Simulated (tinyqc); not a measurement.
Inside a calculation. Model: gated two-dimensional channel with two bands, quantum capacitance.

Program tinyqc, `OMP_NUM_THREADS=1 python tinyqc.py 2200101 2200102 out.jsonl`; Intel Xeon 2.30GHz, shared host, one thread, about 0.01 s. Printed values are rounded.

phi is the Fermi level above the lowest band edge, in volts; Vg is counted from the gate voltage at which an empty channel would have phi = 0. The channel has no thickness; trap charge is -q Dit phi.

Parameters, values chosen for the exercise; lowest band close to that of monolayer WS2: temperature T = 300 K; relative permittivity of the gate insulator (close to silicon dioxide) eox = 3.9; insulator thickness tox = 3.3 nm; in-plane mass md = 0.316 m0; valley degeneracy gv = 2; in-plane mass of a second band, chosen freely m2 = 0.62 m0; valley degeneracy of that band, chosen freely g2 = 6; second band edge above the first E2 = 0.2 eV; density of traps Dit = 0 cm^-2 eV^-1; gate voltage Vg = 0.83 V.

Constants: q = 1.602176634e-19 C, kB = 1.380649e-23 J/K, hbar = 1.054571817e-34 J s, m0 = 9.1093837015e-31 kg, Vt = kB T/q, eps0 = 8.8541878128e-14 F/cm where lengths are in cm. Results are converted to the units shown.

## Gate capacitance

Cox = eps0 eox/tox.

Cox = 1.04640 uF/cm^2

## Starting value

phi = 0.01 V.

phi at the start = 0.01 V

## Iteration 1: new phi

D1 = gv md m0 q/(pi hbar^2), D2 = g2 m2 m0 q/(pi hbar^2) per eV; n1 = D1 Vt ln(1 + exp(phi/Vt)), n2 = D2 Vt ln(1 + exp((phi - E2)/Vt)), n = n1 + n2; Cq = q dn/dphi = q [D1/(1 + exp(-phi/Vt)) + D2/(1 + exp((E2 - phi)/Vt))]. Newton: f = phi + q (n + Dit phi)/Cox - Vg, phi(new) = phi - f/(1 + (Cq + q Dit)/Cox).

n1 = 6.17769e12 cm^-2
n2 = 2.58187e10 cm^-2
Cq = 25.3494 uF/cm^2
f = 0.129835 V
phi after iteration 1 = 0.00485296 V

## Iteration 2: new phi

As before.

n1 = 5.40142e12 cm^-2
n2 = 2.11589e10 cm^-2
Cq = 23.2596 uF/cm^2
f = 0.00511799 V
phi after iteration 2 = 0.00463263 V

## Iteration 3: new phi

As before.

n1 = 5.36967e12 cm^-2
n2 = 2.09794e10 cm^-2
Cq = 23.1691 uF/cm^2
f = 9.52542e-6 V
phi after iteration 3 = 0.00463221 V

## Course of the iteration

Stop when the step is below 1e-10 V, or after 40 iterations.

Course of the iteration:
```
iteration,phi before the step (V),step (V)
1,0.01,-5.15e-3
2,0.00485296,-2.20e-4
3,0.00463263,-4.12e-7
4,0.00463221,-1.44e-12
```

Converged in 4 iterations.

## Charge and capacitances at the solution

converged phi = 0.00463221 V

D1 = gv md m0 q/(pi hbar^2), D2 = g2 m2 m0 q/(pi hbar^2) per eV; n1 = D1 Vt ln(1 + exp(phi/Vt)), n2 = D2 Vt ln(1 + exp((phi - E2)/Vt)), n = n1 + n2; Cq = q dn/dphi = q [D1/(1 + exp(-phi/Vt)) + D2/(1 + exp((E2 - phi)/Vt))]. 1/C_G = 1/Cox + 1/(Cq + q Dit); dphi/dVg = Cox/(Cox + Cq + q Dit).

n = 5.39059e12 cm^-2
Cq = 23.1689 uF/cm^2
C_G = 1.00119 uF/cm^2
dphi/dVg = 0.0432124

Cq is 22.1 times Cox, so C_G is 95.7 % of Cox; 0.558 % of the gate voltage has gone into phi.
